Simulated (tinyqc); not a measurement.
## Radius from the resistance

Problem. Two half-spaces of a free-electron metal (one valley, spin 2) meet through a circular opening of radius a in an insulating sheet. kF = (3 pi^2 n)^(1/3), resistivity rho = hbar kF/(n q^2 l). Maxwell: RM = rho/(2 a); Sharvin: RS = 4 rho l/(3 pi a^2); interpolation R = RS + gamma RM, gamma = (1 + 0.83 K)/(1 + 1.33 K), K = l/a. Find a.

Parameters, values chosen for the exercise: free-electron density n = 1.5e22 cm^-3; mean free path l = 36 nm.

Constants: q = 1.602176634e-19 C, hbar = 1.054571817e-34 J s. Results are converted to the units shown.

R = 749.63357 ohm

Solution. R falls steadily as a grows, so there is one root, found by bisection.

a = 1.100 nm
K = 32.73

Computed by the program tinyqc: `OMP_NUM_THREADS=1 python tinyqc.py 2760152 2760153 out.jsonl`, one thread of a shared Intel Xeon 2.30GHz, about 0.01 s for the whole run.
